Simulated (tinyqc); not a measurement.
Raising U: Hubbard ring of 6 sites, mean field against exact. Computed by the program tinyqc. Collinear unrestricted mean field (the lowest of 40 random starts) against exact diagonalisation.

one-body matrix (hopping and site energies) (eV):
```
         1        2        3        4        5        6
1   0.0000  -0.8000   0.0000   0.0000   0.0000  -0.8000
2  -0.8000   0.0000  -0.8000   0.0000   0.0000   0.0000
3   0.0000  -0.8000   0.0000  -0.8000   0.0000   0.0000
4   0.0000   0.0000  -0.8000   0.0000  -0.8000   0.0000
5   0.0000   0.0000   0.0000  -0.8000   0.0000  -0.8000
6  -0.8000   0.0000   0.0000   0.0000  -0.8000   0.0000
```

electrons, up and down: 3  3

Exact and mean-field results (eV):
```
U            U/t    E exact  E mean field  mean |n_up - n_down|  double occupancy, exact  first gap in the sector
0.4000    0.5000  -5.820163     -5.800000                0.0000                   0.2332                   1.4642
0.8000    1.0000  -5.280927     -5.200000                0.0000                   0.2161                   1.3250
1.6000    2.0000  -4.327565     -4.000000                0.0000                   0.1808                   1.0505
2.4000    3.0000  -3.546683     -2.921025                0.5539                   0.1446                   0.8069
3.2000    4.0000  -2.934965     -2.269058                0.7578                   0.1111                   0.6163
4.8000    6.0000  -2.118814     -1.558084                0.8914                   0.0637                   0.3881
6.4000    8.0000  -1.638505     -1.181846                0.9384                   0.0391                   0.2789
9.6000   12.0000  -1.119886     -0.794522                0.9724                   0.0186                   0.1814
16.0000  20.0000  -0.682006     -0.478806                0.9900                   0.0070                   0.1088
```

What does the comparison show, and why?

In absolute terms mean field is worst at U/t = 4.0, 0.666 eV too high: at small U it is nearly exact, and at large U it misses only exchange-scale energies. Its local moments set in at U/t = 3.0 of those listed, a broken symmetry that the exact state of a finite cluster with equal spins does not have. Relative to the exact energy its error is 0.3 % at the smallest U, 30 % at most and 30 % at the largest. The double occupancy falls from 0.233 to 0.007; at the largest U the first gap is 0.68 times the exchange scale 4t^2/U.
